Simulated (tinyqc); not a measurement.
Thermal RC ladder, step response: two steps of the calculation.

A ladder of 3 nodes: R_i joins node i to node i + 1, the last R to the ambient; C_i is the heat capacity of node i; theta is the rise above ambient, zero at t = 0. d theta/dt = -A theta + b with b = (Pw/C_1, 0, ...), times in ms.

Values chosen for this exercise:
- R = [0.16, 0.14, 1.5] K/W (resistances, junction to ambient)
- C = [0.48, 2.3, 15] mJ/K (heat capacities of the nodes)

Question 1. The rate matrix. A = C^(-1) K, K_ii = 1/R_(i-1) + 1/R_i (no first term for node 1), K_(i,i+1) = K_(i+1,i) = -1/R_i.

Wanted: A.

Answer 1.

A (1/ms):
```
,node 1,node 2,node 3
node 1,13.02,-13.02,0.00
node 2,-2.72,5.82,-3.11
node 3,0.00,-0.48,0.52
```

Question 2. Time constants and Foster resistances. The time constants tau_k are the inverse eigenvalues of A; the rise of node 1 per watt is Z(t) = sum_k r_k (1 - exp(-t/tau_k)), with r_k = v_k1^2 tau_k/C_1 and v_k the unit eigenvectors of C^(-1/2) K C^(-1/2).

Wanted: tau_k, rising; r_k.

Answer 2.

tau_k, rising (ms): [0.060987, 0.34127, 26.734]
r_k (K/W): [0.095964, 0.15420, 1.5498]

The r_k add up to the sum of the R_i, 1.800 K/W; the slowest constant is 438 times the fastest.

tinyqc, about 0.01 s, one thread, Intel Xeon 2.30GHz (shared host): `OMP_NUM_THREADS=1 python tinyqc.py 2520115 2520116 out.jsonl`
